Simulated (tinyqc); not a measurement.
Phonon-assisted absorption at an indirect gap: sweeps and comparisons. A value that a table varies takes the place of the one given here.

alpha(E) = sum_j A_j [N_j (E - Eg + w_j)^2 + (N_j + 1)(E - Eg - w_j)^2], each bracket counted only where its base is positive; N_j = 1/(exp(w_j/kB T) - 1). The first term absorbs a phonon and the second emits one; excitons and direct transitions are left out.

Photodiode (Gaertner form with a dead layer): QE = (1 - R) exp(-alpha xj) [1 - exp(-alpha W)/(1 + alpha L)], R = ((nr - 1)/(nr + 1))^2; responsivity = QE/E in A/W for E in eV.

Constants: kB = 8.617333262e-05 eV/K.

Values chosen for the exercise (loosely those of Si at room temperature; Eg is not tied to T; not measured data): Eg = 1.138 eV (indirect gap, held fixed unless listed); w = (59.3, 19.3) meV (two zone-edge phonons); A = (2500, 780) 1/(cm eV^2) (their strengths); T = 400 K; nr = 3.56 (refractive index); xj = 0.16 micrometre (dead layer at the surface); W = 6.1 micrometre (depleted width); L = 85 micrometre (minority diffusion length below it); E = 1.588 eV (photon energy).

## The square root of alpha at three temperatures

The gap is held fixed, so only the phonon occupations change.

sqrt(alpha) (1/cm^(1/2)):
```
E - Eg (eV)     4 K   300 K   450 K
-0.04         0.000   0.323   0.508
-0.02         0.000   0.658   1.034
0.00          0.000   1.117   1.698
0.02          0.020   1.688   2.494
0.04          0.578   2.423   3.453
0.07          1.514   3.798   5.166
0.10          3.037   5.602   7.281
0.15          5.822   8.980  11.189
0.20          8.658  12.495  15.258
0.30         14.363  19.642  23.543
0.45         22.941  30.448  36.083
0.60         31.526  41.285  48.667
```

Below the gap only phonon absorption acts: at E - Eg = -0.02 eV sqrt(alpha) is 0.000, 0.658 and 1.034 at 4, 300 and 450 K. A straight line through the last two rows meets the axis at E - Eg = +0.0492, +0.0286 and +0.0199 eV: the intercept is roughly a weighted mean of the thresholds, not the gap, and it moves from the emission side towards Eg as the occupations grow. At the last row alpha grows by a factor 2.38 from the lowest to the highest temperature at fixed gap.

## Spectral response

Response:
```
E (eV)  wavelength (nm)  alpha (1/cm)  1/alpha (micrometre)  dead layer  collected     QE    A/W
1.16               1069          5.39              1.86e+03       1.000      0.047  0.032  0.028
1.20               1033          18.2                   549       1.000      0.144  0.098  0.082
1.26                984          69.8                   143       0.999      0.399  0.273  0.216
1.34                925           211                  47.4       0.997      0.685  0.468  0.349
1.44                861           503                  19.9       0.992      0.861  0.585  0.406
1.59                780      1.18e+03                  8.45       0.981      0.956  0.642  0.404
1.79                693      2.54e+03                  3.93       0.960      0.991  0.651  0.364
2.04                608      4.97e+03                  2.01       0.924      0.999  0.632  0.310
2.34                530      8.94e+03                  1.12       0.867      1.000  0.594  0.254
2.74                452      1.60e+04                 0.623       0.774      1.000  0.530  0.193
```

QE is highest, 0.651, at 1.79 eV of those listed and the responsivity at 1.44 eV; reflection alone caps QE at 0.685. Near the gap weak absorption limits it (collected share 0.047); at the top the dead layer passes 0.774. Far above the gap the quadratic law and a constant index are only rough.

## What moves the response

At the energy E. Each row changes one parameter from the base and keeps the others.

Results:
```
case                  alpha (1/cm)      QE
base                          1173  0.6421
Eg = 1.118 eV                 1285  0.6452
T = 450 K                     1302  0.6456
W = 12.2 micrometre           1173  0.6574
L = 42.5 micrometre           1173  0.6172
xj = 0.32 micrometre          1173  0.6302
nr = 3.74                     1173  0.6243
```

The largest shifts from the base row, up to three for each result and ties (the steps differ in size, so this ranks the rows, not the parameters). alpha (1/cm): T +129, Eg +112; unchanged at the printed digits by W, L, xj and nr. QE: L -0.0250, nr -0.0178, W +0.0153.

Run: tinyqc, `OMP_NUM_THREADS=1 python tinyqc.py 1681220 1681221 out.jsonl`; Intel(R) Xeon(R) Processor @ 2.30GHz, one thread, shared host; about 0.01 s of CPU time with all checks.
